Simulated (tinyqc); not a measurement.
WKB tunnelling through a gate dielectric with a two-band (Franz) dispersion: one step. The integrals in closed form. Five cases, with inputs chosen for the exercise.

Question. Parabolic: (2/3) sqrt(m/c) (t/V) (phi^(3/2) - u_e^(3/2)). Franz: sqrt(m/c) Eg^(3/2) (t/V) (f(phi/Eg) - f(u_e/Eg)) with f(y) = ((2y - 1) sqrt(y (1 - y)) + arcsin(sqrt y))/4. u_e = max(phi - V, 0). T = exp(-2 I).

At depth x the conduction edge lies u(x) = phi - V x/t above the electron. Parabolic: kappa = sqrt(m u/c). Franz: kappa = sqrt(m u (1 - u/Eg)/c), which vanishes at both band edges. c = hbar^2/2m0. T = exp(-2 integral of kappa dx) over the region u > 0; no image force, no prefactor, zero transverse momentum. The region ends at x_e = min(t, phi t/V); x_e < t is the Fowler-Nordheim regime.

Constants: hbar^2/2m0 = 3.80998211 eV angstrom^2.

Case 1.

Values chosen (of the size used for AlN on silicon; shifted at random, so the results belong to these values and not to a real crystal): Eg = 6.36 eV (gap of the dielectric); phi = 1.65 eV (barrier above the electron energy at the emitter); m = 0.29 m0 (mass at the conduction edge); t = 58 angstrom (thickness); V = 4.4 V (voltage across the layer).

Case 2.

Values chosen (of the size used for hBN on silicon; shifted at random, so the results belong to these values and not to a real crystal): Eg = 5.99 eV (gap of the dielectric); phi = 1.85 eV (barrier above the electron energy at the emitter); m = 0.51 m0 (mass at the conduction edge); t = 15 angstrom (thickness); V = 1.1 V (voltage across the layer).

Case 3.

Values chosen (of the size used for HfO2 on silicon; shifted at random, so the results belong to these values and not to a real crystal): Eg = 5.76 eV (gap of the dielectric); phi = 1.56 eV (barrier above the electron energy at the emitter); m = 0.2 m0 (mass at the conduction edge); t = 25 angstrom (thickness); V = 4.6 V (voltage across the layer).

Case 4.

Values chosen (of the size used for Si3N4 on silicon; shifted at random, so the results belong to these values and not to a real crystal): Eg = 4.99 eV (gap of the dielectric); phi = 1.96 eV (barrier above the electron energy at the emitter); m = 0.49 m0 (mass at the conduction edge); t = 18 angstrom (thickness); V = 4.8 V (voltage across the layer).

Case 5.

Values chosen (of the size used for hBN on silicon; shifted at random, so the results belong to these values and not to a real crystal): Eg = 5.96 eV (gap of the dielectric); phi = 2.15 eV (barrier above the electron energy at the emitter); m = 0.54 m0 (mass at the conduction edge); t = 39 angstrom (thickness); V = 3.2 V (voltage across the layer).

Give: integral of kappa dx; T.

Answer.

Case 1.

integral of kappa dx: parabolic 5.1386, Franz 4.7180

T: parabolic 3.44e-05, Franz 7.98e-05

The two-band dispersion raises T by a factor 2.32.

Case 2.

integral of kappa dx: parabolic 6.2089, Franz 5.4676

T: parabolic 4.05e-06, Franz 1.78e-05

The two-band dispersion raises T by a factor 4.4.

Case 3.

integral of kappa dx: parabolic 1.6175, Franz 1.4789

T: parabolic 0.0394, Franz 0.0519

The two-band dispersion raises T by a factor 1.32.

Case 4.

integral of kappa dx: parabolic 2.4601, Franz 2.1460

T: parabolic 0.00730, Franz 0.0137

The two-band dispersion raises T by a factor 1.87.

Case 5.

integral of kappa dx: parabolic 9.6431, Franz 8.5206

T: parabolic 4.21e-09, Franz 3.97e-08

The two-band dispersion raises T by a factor 9.44.

Computed by tinyqc, one run a case: `OMP_NUM_THREADS=1 python tinyqc.py N N+1 out.jsonl` with N = 1450041, 1450479, 1450594, 1450639, 1450642; one thread of a shared Intel(R) Xeon(R) Processor @ 2.30GHz, about 0.01 s a run at most.
